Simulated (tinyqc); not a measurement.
Raman line shape of confined optical phonons and breathing modes of small crystals: one step, computed by the program tinyqc. Command: `OMP_NUM_THREADS=1 python tinyqc.py 3012369 3012370 out.jsonl confine walk`. One thread of a shared host (Intel(R) Xeon(R) Processor @ 2.30GHz), about 0.02 s of CPU time with the checks.

Confinement in 3 direction(s) lets phonons with q away from zero scatter light. q is in units of 2 pi/a, from 0 to 1, and the branch is isotropic: omega(q)^2 = (omega_0^2 + omega_X^2)/2 + ((omega_0^2 - omega_X^2)/2) cos(pi q). The model and its constant beta are phenomenological; beta = 8 is the common choice.

Problem. Range of wave vectors. Weight W(q) = q^2 exp(-(2 L q/a)^2/(2 beta)) dq, that is exp(-k^2 L^2/(2 beta pi^2)) for k = 2 pi q/a. Width q_c = a sqrt(2 beta)/(2 L), where the exponential falls to 1/e; curvature of the branch: omega(q) = omega_0 - c q^2, c = pi^2 (omega_0^2 - omega_X^2)/(8 omega_0); for small q_c the mean of q^2 is (number of confined directions) q_c^2/2, and the mean shift is -c times that.

Inputs (values chosen for the exercise, modelled on diamond):

| quantity | value | unit |
|---|---|---|
| bulk frequency omega_0 | 1331 | 1/cm |
| frequency at the zone boundary omega_X | 1190 | 1/cm |
| lattice constant a | 3.567 | angstrom |
| size L | 6.7 | nm |
| confinement constant beta | 4 | - |

Shape: sphere.

Give: q_c; curvature c; mean shift, quadratic estimate; omega(q_c) - omega_0.

Solution.

q_c = 0.075291 2 pi/a

curvature c = 329.48 1/cm

mean shift, quadratic estimate = -2.8016 1/cm

omega(q_c) - omega_0 = -1.8603 1/cm
